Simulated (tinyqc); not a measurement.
UHF in the sto-6g basis, for BeH2, spin multiplicity 1, step by step (part 1 of 2). This run ends on a higher stationary point, not on the lowest solution. Computed by tinyqc, a small Python program that keeps every step (integrals from PySCF). Settings: charge = 0, multiplicity = 1, basis = sto-6g, energy threshold = 1e-09, iteration cap = 50, orthogonalisation = canonical, start = Wolfsberg-Helmholz matrix, DIIS depth = 4, DIIS from iteration = 2, damping = 0.5, method = UHF, break = 0.4. Command: `OMP_NUM_THREADS=1 python tinyqc.py 21182 21183 out.jsonl` (the two numbers bound the seeds that draw the settings). One thread of a shared host (Intel(R) Xeon(R) Processor @ 2.60GHz), about 0.4 s of CPU time with the checks. Later iterations appear only in the table of the cycle.

## One-electron integrals

Geometry (angstrom):
```
atom,x,y,z
Be,0.00000,0.00000,0.00000
H,0.00000,1.88400,0.14000
H,0.00000,-1.88400,0.14000
```

Basis sto-6g: exponents (1/bohr^2) and contraction coefficients of normalised primitives:
```
element,l (shell),exponent,coefficient
Be,s (1),312.87049,0.00916
Be,s (1),57.36446,0.04936
Be,s (1),16.04851,0.16854
Be,s (1),5.51310,0.37056
Be,s (1),2.14090,0.41649
Be,s (1),0.88174,0.13033
Be,s (2),13.63325,-0.01325
Be,s (2),2.69838,-0.04699
Be,s (2),0.83865,-0.03379
Be,s (2),0.32266,0.25024
Be,s (2),0.14013,0.59512
Be,s (2),0.06423,0.24071
Be,p (3),13.63325,0.00376
Be,p (3),2.69838,0.03768
Be,p (3),0.83865,0.17390
Be,p (3),0.32266,0.41804
Be,p (3),0.14013,0.42586
Be,p (3),0.06423,0.10171
H,s (1),35.52322,0.00916
H,s (1),6.51314,0.04936
H,s (1),1.82214,0.16854
H,s (1),0.62596,0.37056
H,s (1),0.24308,0.41649
H,s (1),0.10011,0.13033
```

Overlap, kinetic and nuclear-attraction integrals over the contracted functions; the nuclear repulsion is the sum of Za Zb / Rab.

nuclear repulsion = 2.3812983 hartree

overlap S:
```
,1Be 1s,1Be 2s,1Be 2px,1Be 2py,1Be 2pz,2H 1s,3H 1s
1Be 1s,1.00000,0.25476,0.00000,0.00000,0.00000,0.02097,0.02097
1Be 2s,0.25476,1.00000,0.00000,0.00000,0.00000,0.26540,0.26540
1Be 2px,0.00000,0.00000,1.00000,0.00000,0.00000,0.00000,0.00000
1Be 2py,0.00000,0.00000,0.00000,1.00000,0.00000,0.34520,-0.34520
1Be 2pz,0.00000,0.00000,0.00000,0.00000,1.00000,0.02565,0.02565
2H 1s,0.02097,0.26540,0.00000,0.34520,0.02565,1.00000,0.00514
3H 1s,0.02097,0.26540,0.00000,-0.34520,0.02565,0.00514,1.00000
```

kinetic energy T (hartree):
```
,1Be 1s,1Be 2s,1Be 2px,1Be 2py,1Be 2pz,2H 1s,3H 1s
1Be 1s,6.76875,-0.20738,0.00000,0.00000,0.00000,-0.00791,-0.00791
1Be 2s,-0.20738,0.22012,0.00000,0.00000,0.00000,0.01148,0.01148
1Be 2px,0.00000,0.00000,0.66127,0.00000,0.00000,0.00000,0.00000
1Be 2py,0.00000,0.00000,0.00000,0.66127,0.00000,0.05951,-0.05951
1Be 2pz,0.00000,0.00000,0.00000,0.00000,0.66127,0.00442,0.00442
2H 1s,-0.00791,0.01148,0.00000,0.05951,0.00442,0.76852,-0.00184
3H 1s,-0.00791,0.01148,0.00000,-0.05951,0.00442,-0.00184,0.76852
```

nuclear attraction V (hartree):
```
,1Be 1s,1Be 2s,1Be 2px,1Be 2py,1Be 2pz,2H 1s,3H 1s
1Be 1s,-15.27501,-1.79346,0.00000,0.00000,-0.00141,-0.15819,-0.15819
1Be 2s,-1.79346,-2.85314,0.00000,0.00000,-0.01365,-0.64212,-0.64212
1Be 2px,0.00000,0.00000,-2.81109,0.00000,0.00000,0.00000,0.00000
1Be 2py,0.00000,0.00000,0.00000,-2.93623,0.00000,-0.81612,0.81612
1Be 2pz,-0.00141,-0.01365,0.00000,0.00000,-2.81178,-0.06137,-0.06137
2H 1s,-0.15819,-0.64212,0.00000,-0.81612,-0.06137,-2.49956,-0.01403
3H 1s,-0.15819,-0.64212,0.00000,0.81612,-0.06137,-0.01403,-2.49956
```

core Hamiltonian H = T + V (hartree):
```
,1Be 1s,1Be 2s,1Be 2px,1Be 2py,1Be 2pz,2H 1s,3H 1s
1Be 1s,-8.50625,-2.00084,0.00000,0.00000,-0.00141,-0.16610,-0.16610
1Be 2s,-2.00084,-2.63302,0.00000,0.00000,-0.01365,-0.63064,-0.63064
1Be 2px,0.00000,0.00000,-2.14982,0.00000,0.00000,0.00000,0.00000
1Be 2py,0.00000,0.00000,0.00000,-2.27497,0.00000,-0.75661,0.75661
1Be 2pz,-0.00141,-0.01365,0.00000,0.00000,-2.15051,-0.05695,-0.05695
2H 1s,-0.16610,-0.63064,0.00000,-0.75661,-0.05695,-1.73104,-0.01587
3H 1s,-0.16610,-0.63064,0.00000,0.75661,-0.05695,-0.01587,-1.73104
```

## Two-electron integrals

Functions are numbered as in S; the eight-fold symmetry (ij|kl) = (ji|kl) = (kl|ij) leaves the list below.

Two-electron integrals (ij|kl) in chemists' order, unique and non-zero (hartree):
```
i,j,k,l,(ij|kl)
1,1,1,1,2.30000
2,1,1,1,0.36188
2,1,2,1,0.07193
2,2,1,1,0.57033
2,2,2,1,0.13965
2,2,2,2,0.41777
3,1,3,1,0.01525
3,2,3,1,0.02255
3,2,3,2,0.09234
3,3,1,1,0.57033
3,3,2,1,0.13965
3,3,2,2,0.41777
3,3,3,3,0.45012
4,1,4,1,0.01525
4,2,4,1,0.02255
4,2,4,2,0.09234
4,3,4,3,0.02426
4,4,1,1,0.57033
4,4,2,1,0.13965
4,4,2,2,0.41777
4,4,3,3,0.40160
4,4,4,4,0.45012
5,1,5,1,0.01525
5,2,5,1,0.02255
5,2,5,2,0.09234
5,3,5,3,0.02426
5,4,5,4,0.02426
5,5,1,1,0.57033
5,5,2,1,0.13965
5,5,2,2,0.41777
5,5,3,3,0.40160
5,5,4,4,0.40160
5,5,5,5,0.45012
6,1,1,1,0.03012
6,1,2,1,0.00584
6,1,2,2,0.01138
6,1,3,3,0.01129
6,1,4,1,0.00058
6,1,4,2,0.00116
6,1,4,4,0.01157
6,1,5,1,4.34e-05
6,1,5,2,0.00009
6,1,5,4,2.09e-05
6,1,5,5,0.01129
6,1,6,1,0.00050
6,2,1,1,0.10532
6,2,2,1,0.02639
6,2,2,2,0.09030
6,2,3,3,0.08659
6,2,4,1,0.00354
6,2,4,2,0.02375
6,2,4,4,0.09767
6,2,5,1,0.00026
6,2,5,2,0.00176
6,2,5,4,0.00082
6,2,5,5,0.08665
6,2,6,1,0.00240
6,2,6,2,0.03413
6,3,3,1,0.00206
6,3,3,2,0.01042
6,3,4,3,0.00370
6,3,5,3,0.00027
6,3,6,3,0.00245
6,4,1,1,0.12502
6,4,2,1,0.03162
6,4,2,2,0.11236
6,4,3,3,0.10595
6,4,4,1,0.00561
6,4,4,2,0.03672
6,4,4,4,0.12511
6,4,5,1,0.00026
6,4,5,2,0.00195
6,4,5,4,0.00115
6,4,5,5,0.10601
6,4,6,1,0.00298
6,4,6,2,0.04765
6,4,6,4,0.06770
6,5,1,1,0.00929
6,5,2,1,0.00235
6,5,2,2,0.00835
6,5,3,3,0.00787
6,5,4,1,0.00026
6,5,4,2,0.00195
6,5,4,4,0.00875
6,5,5,1,0.00208
6,5,5,2,0.01057
6,5,5,4,0.00377
6,5,5,5,0.00843
6,5,6,1,0.00022
6,5,6,2,0.00354
6,5,6,4,0.00485
6,5,6,5,0.00281
6,6,1,1,0.27984
6,6,2,1,0.07124
6,6,2,2,0.27226
6,6,3,3,0.25482
6,6,4,1,0.00938
6,6,4,2,0.08494
6,6,4,4,0.30685
6,6,5,1,0.00070
6,6,5,2,0.00631
6,6,5,4,0.00387
6,6,5,5,0.25511
6,6,6,1,0.00656
6,6,6,2,0.14127
6,6,6,4,0.20682
6,6,6,5,0.01537
6,6,6,6,0.77500
7,1,1,1,0.03012
7,1,2,1,0.00584
7,1,2,2,0.01138
7,1,3,3,0.01129
7,1,4,1,-0.00058
7,1,4,2,-0.00116
7,1,4,4,0.01157
7,1,5,1,4.34e-05
7,1,5,2,0.00009
7,1,5,4,-2.09e-05
7,1,5,5,0.01129
7,1,6,1,0.00045
7,1,6,2,0.00198
7,1,6,4,0.00231
7,1,6,5,0.00018
7,1,6,6,0.00536
7,1,7,1,0.00050
7,2,1,1,0.10532
7,2,2,1,0.02639
7,2,2,2,0.09030
7,2,3,3,0.08659
7,2,4,1,-0.00354
7,2,4,2,-0.02375
7,2,4,4,0.09767
7,2,5,1,0.00026
7,2,5,2,0.00176
7,2,5,4,-0.00082
7,2,5,5,0.08665
7,2,6,1,0.00198
7,2,6,2,0.01513
7,2,6,4,0.01779
7,2,6,5,0.00155
7,2,6,6,0.04531
7,2,7,1,0.00240
7,2,7,2,0.03413
7,3,3,1,0.00206
7,3,3,2,0.01042
7,3,4,3,-0.00370
7,3,5,3,0.00027
7,3,6,3,0.00076
7,3,7,3,0.00245
7,4,1,1,-0.12502
7,4,2,1,-0.03162
7,4,2,2,-0.11236
7,4,3,3,-0.10595
7,4,4,1,0.00561
7,4,4,2,0.03672
7,4,4,4,-0.12511
7,4,5,1,-0.00026
7,4,5,2,-0.00195
7,4,5,4,0.00115
7,4,5,5,-0.10601
7,4,6,1,-0.00231
7,4,6,2,-0.01779
7,4,6,4,-0.02064
7,4,6,5,-0.00181
7,4,6,6,-0.05360
7,4,7,1,-0.00298
7,4,7,2,-0.04765
7,4,7,4,0.06770
7,5,1,1,0.00929
7,5,2,1,0.00235
7,5,2,2,0.00835
7,5,3,3,0.00787
7,5,4,1,-0.00026
7,5,4,2,-0.00195
7,5,4,4,0.00875
7,5,5,1,0.00208
7,5,5,2,0.01057
7,5,5,4,-0.00377
7,5,5,5,0.00843
7,5,6,1,0.00018
7,5,6,2,0.00155
7,5,6,4,0.00181
7,5,6,5,0.00091
7,5,6,6,0.00470
7,5,7,1,0.00022
7,5,7,2,0.00354
7,5,7,4,-0.00485
7,5,7,5,0.00281
7,6,1,1,0.00260
7,6,2,1,0.00064
7,6,2,2,0.00200
7,6,3,3,0.00195
7,6,4,4,0.00208
7,6,5,1,1.29e-05
7,6,5,2,0.00007
7,6,5,5,0.00196
7,6,6,1,0.00005
7,6,6,2,0.00048
7,6,6,4,0.00061
7,6,6,5,0.00005
7,6,6,6,0.00160
7,6,7,1,0.00005
7,6,7,2,0.00048
7,6,7,4,-0.00061
7,6,7,5,0.00005
7,6,7,6,1.00e-05
7,7,1,1,0.27984
7,7,2,1,0.07124
7,7,2,2,0.27226
7,7,3,3,0.25482
7,7,4,1,-0.00938
7,7,4,2,-0.08494
7,7,4,4,0.30685
7,7,5,1,0.00070
7,7,5,2,0.00631
7,7,5,4,-0.00387
7,7,5,5,0.25511
7,7,6,1,0.00536
7,7,6,2,0.04531
7,7,6,4,0.05360
7,7,6,5,0.00470
7,7,6,6,0.14044
7,7,7,1,0.00656
7,7,7,2,0.14127
7,7,7,4,-0.20682
7,7,7,5,0.01537
7,7,7,6,0.00160
7,7,7,7,0.77500
```

## Orthogonalisation

S = U s U^T; canonical form X = U s^(-1/2), so that X^T S X = 1. Each column of U has its largest component positive (the first on a tie).

eigenvalues of S: 0.50923  0.56054  0.96297  1.00000  1.01116  1.47048  1.48562

X:
```
,1,2,3,4,5,6,7
1Be 1s,0.00000,-0.50274,0.74128,0.00000,-0.39650,0.34023,0.00000
1Be 2s,0.00000,0.95807,-0.04976,0.00000,-0.04852,0.57176,0.00000
1Be 2px,0.00000,0.00000,0.00000,1.00000,0.00000,0.00000,0.00000
1Be 2py,0.98828,0.00000,0.00000,0.00000,0.00000,0.00000,0.58166
1Be 2pz,0.00000,0.06443,0.48809,0.00000,0.87049,0.03746,0.00000
2H 1s,-0.70251,-0.55191,-0.35231,0.00000,0.18928,0.34349,0.40914
3H 1s,0.70251,-0.55191,-0.35231,0.00000,0.18928,0.34349,-0.40914
```

## Starting guess

The start is the generalised Wolfsberg-Helmholz matrix (K = 1.75) built on H, with HOMO and LUMO mixed by +/-0.4 rad for the two spins; D(s) = C_occ C_occ^T for each spin.

D(alpha) at the start:
```
,1Be 1s,1Be 2s,1Be 2px,1Be 2py,1Be 2pz,2H 1s,3H 1s
1Be 1s,1.01613,-0.08526,-0.08369,0.00000,-0.01434,-0.07959,-0.07959
1Be 2s,-0.08526,0.42924,0.25420,0.00000,0.04469,0.21455,0.21455
1Be 2px,-0.08369,0.25420,0.15165,0.00000,0.02665,0.12829,0.12829
1Be 2py,0.00000,0.00000,0.00000,0.52914,0.00000,0.21506,-0.21506
1Be 2pz,-0.01434,0.04469,0.02665,0.00000,0.00468,0.02254,0.02254
2H 1s,-0.07959,0.21455,0.12829,0.21506,0.02254,0.19601,0.02121
3H 1s,-0.07959,0.21455,0.12829,-0.21506,0.02254,0.02121,0.19601
```

D(beta) at the start:
```
,1Be 1s,1Be 2s,1Be 2px,1Be 2py,1Be 2pz,2H 1s,3H 1s
1Be 1s,1.01613,-0.08526,0.08369,0.00000,-0.01434,-0.07959,-0.07959
1Be 2s,-0.08526,0.42924,-0.25420,0.00000,0.04469,0.21455,0.21455
1Be 2px,0.08369,-0.25420,0.15165,0.00000,-0.02665,-0.12829,-0.12829
1Be 2py,0.00000,0.00000,0.00000,0.52914,0.00000,0.21506,-0.21506
1Be 2pz,-0.01434,0.04469,-0.02665,0.00000,0.00468,0.02254,0.02254
2H 1s,-0.07959,0.21455,-0.12829,0.21506,0.02254,0.19601,0.02121
3H 1s,-0.07959,0.21455,-0.12829,-0.21506,0.02254,0.02121,0.19601
```

## Iteration 1: building the Fock matrix

J_ij = sum D_kl (ij|kl) with D = D(alpha) + D(beta), K_ij = sum D_kl (ik|jl) for each spin; F = H + J - K(s); E = tr D H + tr D J / 2 - 0.5 sum_s tr D(s) K(s) + E_nn.

Coulomb J (hartree):
```
,1Be 1s,1Be 2s,1Be 2px,1Be 2py,1Be 2pz,2H 1s,3H 1s
1Be 1s,6.42029,1.17458,0.00000,0.00000,0.00496,0.09750,0.09750
1Be 2s,1.17458,2.59903,0.00000,0.00000,0.02841,0.58412,0.58412
1Be 2px,0.00000,0.00000,2.56047,0.00000,0.00000,0.00000,0.00000
1Be 2py,0.00000,0.00000,0.00000,2.68986,0.00000,0.73881,-0.73881
1Be 2pz,0.00496,0.02841,0.00000,0.00000,2.54675,0.05691,0.05691
2H 1s,0.09750,0.58412,0.00000,0.73881,0.05691,1.92482,0.01271
3H 1s,0.09750,0.58412,0.00000,-0.73881,0.05691,0.01271,1.92482
```

exchange K(alpha) (hartree):
```
,1Be 1s,1Be 2s,1Be 2px,1Be 2py,1Be 2pz,2H 1s,3H 1s
1Be 1s,2.31286,0.38994,-0.00435,0.00000,-0.00077,0.03313,0.03313
1Be 2s,0.38994,0.39560,0.14099,0.00000,0.03142,0.18000,0.18000
1Be 2px,-0.00435,0.14099,0.14498,0.00000,0.01344,0.05711,0.05711
1Be 2py,0.00000,0.00000,0.00000,0.45637,0.00000,0.22511,-0.22511
1Be 2pz,-0.00077,0.03142,0.01344,0.00000,0.08345,0.01847,0.01847
2H 1s,0.03313,0.18000,0.05711,0.22511,0.01847,0.35241,-0.00424
3H 1s,0.03313,0.18000,0.05711,-0.22511,0.01847,-0.00424,0.35241
```

exchange K(beta) (hartree):
```
,1Be 1s,1Be 2s,1Be 2px,1Be 2py,1Be 2pz,2H 1s,3H 1s
1Be 1s,2.31286,0.38994,0.00435,0.00000,-0.00077,0.03313,0.03313
1Be 2s,0.38994,0.39560,-0.14099,0.00000,0.03142,0.18000,0.18000
1Be 2px,0.00435,-0.14099,0.14498,0.00000,-0.01344,-0.05711,-0.05711
1Be 2py,0.00000,0.00000,0.00000,0.45637,0.00000,0.22511,-0.22511
1Be 2pz,-0.00077,0.03142,-0.01344,0.00000,0.08345,0.01847,0.01847
2H 1s,0.03313,0.18000,-0.05711,0.22511,0.01847,0.35241,-0.00424
3H 1s,0.03313,0.18000,-0.05711,-0.22511,0.01847,-0.00424,0.35241
```

F(alpha) (hartree):
```
,1Be 1s,1Be 2s,1Be 2px,1Be 2py,1Be 2pz,2H 1s,3H 1s
1Be 1s,-4.39883,-1.21620,0.00435,0.00000,0.00431,-0.10174,-0.10174
1Be 2s,-1.21620,-0.42959,-0.14099,0.00000,-0.01666,-0.22651,-0.22651
1Be 2px,0.00435,-0.14099,0.26566,0.00000,-0.01344,-0.05711,-0.05711
1Be 2py,0.00000,0.00000,0.00000,-0.04147,0.00000,-0.24290,0.24290
1Be 2pz,0.00431,-0.01666,-0.01344,0.00000,0.31278,-0.01851,-0.01851
2H 1s,-0.10174,-0.22651,-0.05711,-0.24290,-0.01851,-0.15862,0.00108
3H 1s,-0.10174,-0.22651,-0.05711,0.24290,-0.01851,0.00108,-0.15862
```

F(beta) (hartree):
```
,1Be 1s,1Be 2s,1Be 2px,1Be 2py,1Be 2pz,2H 1s,3H 1s
1Be 1s,-4.39883,-1.21620,-0.00435,0.00000,0.00431,-0.10174,-0.10174
1Be 2s,-1.21620,-0.42959,0.14099,0.00000,-0.01666,-0.22651,-0.22651
1Be 2px,-0.00435,0.14099,0.26566,0.00000,0.01344,0.05711,0.05711
1Be 2py,0.00000,0.00000,0.00000,-0.04147,0.00000,-0.24290,0.24290
1Be 2pz,0.00431,-0.01666,0.01344,0.00000,0.31278,-0.01851,-0.01851
2H 1s,-0.10174,-0.22651,0.05711,-0.24290,-0.01851,-0.15862,0.00108
3H 1s,-0.10174,-0.22651,0.05711,0.24290,-0.01851,0.00108,-0.15862
```

total energy of this density = -15.3816474 hartree

This density is the starting one.

## Iteration 1: diagonalisation and new density

Diagonalise F' = X^T F X, C = X C', fill 3 alpha and 3 beta electrons from the bottom; D(s) = C_occ C_occ^T; the new density keeps 0.5 of the old one (damping). Each column has its largest component positive (the first on a tie).

F' = X^T F X (alpha) (hartree):
```
,1,2,3,4,5,6,7
1,0.47643,0.00000,0.00000,0.00000,0.00000,0.00000,0.07004
2,0.00000,-0.06274,0.90411,-0.07508,-0.49204,0.59670,0.00000
3,0.00000,0.90411,-2.18601,0.04392,1.41605,-1.48613,0.00000
4,0.00000,-0.07508,0.04392,0.26566,-0.02820,-0.11887,0.00000
5,0.00000,-0.49204,1.41605,-0.02820,-0.48854,0.84557,0.00000
6,0.00000,0.59670,-1.48613,-0.11887,0.84557,-1.38660,0.00000
7,0.07004,0.00000,0.00000,0.00000,0.00000,0.00000,-0.29872
```

orbital energies (alpha) (hartree): MO1 -4.40119, MO2 -0.33366, MO3 -0.30500, MO4 0.21359, MO5 0.31009, MO6 0.35294, MO7 0.48271

coefficients C (alpha):
```
,MO1,MO2,MO3,MO4,MO5,MO6,MO7
1Be 1s,0.99342,-0.18215,0.00000,-0.15751,0.05963,0.16366,0.00000
1Be 2s,0.02533,0.58374,0.00000,0.66524,-0.21921,-0.64626,0.00000
1Be 2px,-0.00025,0.22112,0.00000,0.59478,0.32071,0.70319,0.00000
1Be 2py,0.00000,0.00000,0.49111,0.00000,0.00000,0.00000,1.03626
1Be 2pz,-0.00069,0.03406,0.00000,-0.06600,0.92429,-0.37644,0.00000
2H 1s,-0.00338,0.42875,0.47022,-0.54818,0.03934,0.31090,-0.66318
3H 1s,-0.00338,0.42875,-0.47022,-0.54818,0.03934,0.31090,0.66318
```

F' = X^T F X (beta) (hartree):
```
,1,2,3,4,5,6,7
1,0.47643,0.00000,0.00000,0.00000,0.00000,0.00000,0.07004
2,0.00000,-0.06274,0.90411,0.07508,-0.49204,0.59670,0.00000
3,0.00000,0.90411,-2.18601,-0.04392,1.41605,-1.48613,0.00000
4,0.00000,0.07508,-0.04392,0.26566,0.02820,0.11887,0.00000
5,0.00000,-0.49204,1.41605,0.02820,-0.48854,0.84557,0.00000
6,0.00000,0.59670,-1.48613,0.11887,0.84557,-1.38660,0.00000
7,0.07004,0.00000,0.00000,0.00000,0.00000,0.00000,-0.29872
```

orbital energies (beta) (hartree): MO1 -4.40119, MO2 -0.33366, MO3 -0.30500, MO4 0.21359, MO5 0.31009, MO6 0.35294, MO7 0.48271

coefficients C (beta):
```
,MO1,MO2,MO3,MO4,MO5,MO6,MO7
1Be 1s,0.99342,-0.18215,0.00000,-0.15751,0.05963,-0.16366,0.00000
1Be 2s,0.02533,0.58374,0.00000,0.66524,-0.21921,0.64626,0.00000
1Be 2px,0.00025,-0.22112,0.00000,-0.59478,-0.32071,0.70319,0.00000
1Be 2py,0.00000,0.00000,0.49111,0.00000,0.00000,0.00000,1.03626
1Be 2pz,-0.00069,0.03406,0.00000,-0.06600,0.92429,0.37644,0.00000
2H 1s,-0.00338,0.42875,0.47022,-0.54818,0.03934,-0.31090,-0.66318
3H 1s,-0.00338,0.42875,-0.47022,-0.54818,0.03934,-0.31090,0.66318
```

D(alpha) after iteration 1:
```
,1Be 1s,1Be 2s,1Be 2px,1Be 2py,1Be 2pz,2H 1s,3H 1s
1Be 1s,1.01810,-0.08321,-0.06211,0.00000,-0.01061,-0.08052,-0.08052
1Be 2s,-0.08321,0.38532,0.19164,0.00000,0.03228,0.23237,0.23237
1Be 2px,-0.06211,0.19164,0.10027,0.00000,0.01709,0.11155,0.11155
1Be 2py,0.00000,0.00000,0.00000,0.38516,0.00000,0.22299,-0.22299
1Be 2pz,-0.01061,0.03228,0.01709,0.00000,0.00292,0.01857,0.01857
2H 1s,-0.08052,0.23237,0.11155,0.22299,0.01857,0.30048,-0.00803
3H 1s,-0.08052,0.23237,0.11155,-0.22299,0.01857,-0.00803,0.30048
```

D(beta) after iteration 1:
```
,1Be 1s,1Be 2s,1Be 2px,1Be 2py,1Be 2pz,2H 1s,3H 1s
1Be 1s,1.01810,-0.08321,0.06211,0.00000,-0.01061,-0.08052,-0.08052
1Be 2s,-0.08321,0.38532,-0.19164,0.00000,0.03228,0.23237,0.23237
1Be 2px,0.06211,-0.19164,0.10027,0.00000,-0.01709,-0.11155,-0.11155
1Be 2py,0.00000,0.00000,0.00000,0.38516,0.00000,0.22299,-0.22299
1Be 2pz,-0.01061,0.03228,-0.01709,0.00000,0.00292,0.01857,0.01857
2H 1s,-0.08052,0.23237,-0.11155,0.22299,0.01857,0.30048,-0.00803
3H 1s,-0.08052,0.23237,-0.11155,-0.22299,0.01857,-0.00803,0.30048
```

## Iteration 2: building the Fock matrix

As before.

Coulomb J (hartree):
```
,1Be 1s,1Be 2s,1Be 2px,1Be 2py,1Be 2pz,2H 1s,3H 1s
1Be 1s,6.29642,1.14462,0.00000,0.00000,0.00434,0.09508,0.09508
1Be 2s,1.14462,2.53421,0.00000,0.00000,0.02683,0.58382,0.58382
1Be 2px,0.00000,0.00000,2.48884,0.00000,0.00000,0.00000,0.00000
1Be 2py,0.00000,0.00000,0.00000,2.63374,0.00000,0.74400,-0.74400
1Be 2pz,0.00434,0.02683,0.00000,0.00000,2.48005,0.05709,0.05709
2H 1s,0.09508,0.58382,0.00000,0.74400,0.05709,1.99913,0.01251
3H 1s,0.09508,0.58382,0.00000,-0.74400,0.05709,0.01251,1.99913
```

exchange K(alpha) (hartree):
```
,1Be 1s,1Be 2s,1Be 2px,1Be 2py,1Be 2pz,2H 1s,3H 1s
1Be 1s,2.31310,0.38299,-0.00230,0.00000,-0.00060,0.03305,0.03305
1Be 2s,0.38299,0.37307,0.10933,0.00000,0.02597,0.19019,0.19019
1Be 2px,-0.00230,0.10933,0.11571,0.00000,0.00910,0.04690,0.04690
1Be 2py,0.00000,0.00000,0.00000,0.40824,0.00000,0.23405,-0.23405
1Be 2pz,-0.00060,0.02597,0.00910,0.00000,0.07526,0.01774,0.01774
2H 1s,0.03305,0.19019,0.04690,0.23405,0.01774,0.43001,-0.00503
3H 1s,0.03305,0.19019,0.04690,-0.23405,0.01774,-0.00503,0.43001
```

exchange K(beta) (hartree):
```
,1Be 1s,1Be 2s,1Be 2px,1Be 2py,1Be 2pz,2H 1s,3H 1s
1Be 1s,2.31310,0.38299,0.00230,0.00000,-0.00060,0.03305,0.03305
1Be 2s,0.38299,0.37307,-0.10933,0.00000,0.02597,0.19019,0.19019
1Be 2px,0.00230,-0.10933,0.11571,0.00000,-0.00910,-0.04690,-0.04690
1Be 2py,0.00000,0.00000,0.00000,0.40824,0.00000,0.23405,-0.23405
1Be 2pz,-0.00060,0.02597,-0.00910,0.00000,0.07526,0.01774,0.01774
2H 1s,0.03305,0.19019,-0.04690,0.23405,0.01774,0.43001,-0.00503
3H 1s,0.03305,0.19019,-0.04690,-0.23405,0.01774,-0.00503,0.43001
```

F(alpha) (hartree):
```
,1Be 1s,1Be 2s,1Be 2px,1Be 2py,1Be 2pz,2H 1s,3H 1s
1Be 1s,-4.52293,-1.23920,0.00230,0.00000,0.00353,-0.10407,-0.10407
1Be 2s,-1.23920,-0.47188,-0.10933,0.00000,-0.01279,-0.23700,-0.23700
1Be 2px,0.00230,-0.10933,0.22331,0.00000,-0.00910,-0.04690,-0.04690
1Be 2py,0.00000,0.00000,0.00000,-0.04947,0.00000,-0.24666,0.24666
1Be 2pz,0.00353,-0.01279,-0.00910,0.00000,0.25428,-0.01761,-0.01761
2H 1s,-0.10407,-0.23700,-0.04690,-0.24666,-0.01761,-0.16192,0.00167
3H 1s,-0.10407,-0.23700,-0.04690,0.24666,-0.01761,0.00167,-0.16192
```

F(beta) (hartree):
```
,1Be 1s,1Be 2s,1Be 2px,1Be 2py,1Be 2pz,2H 1s,3H 1s
1Be 1s,-4.52293,-1.23920,-0.00230,0.00000,0.00353,-0.10407,-0.10407
1Be 2s,-1.23920,-0.47188,0.10933,0.00000,-0.01279,-0.23700,-0.23700
1Be 2px,-0.00230,0.10933,0.22331,0.00000,0.00910,0.04690,0.04690
1Be 2py,0.00000,0.00000,0.00000,-0.04947,0.00000,-0.24666,0.24666
1Be 2pz,0.00353,-0.01279,0.00910,0.00000,0.25428,-0.01761,-0.01761
2H 1s,-0.10407,-0.23700,0.04690,-0.24666,-0.01761,-0.16192,0.00167
3H 1s,-0.10407,-0.23700,0.04690,0.24666,-0.01761,0.00167,-0.16192
```

total energy of this density = -15.4572568 hartree

This density is a damped mixture and is not idempotent.
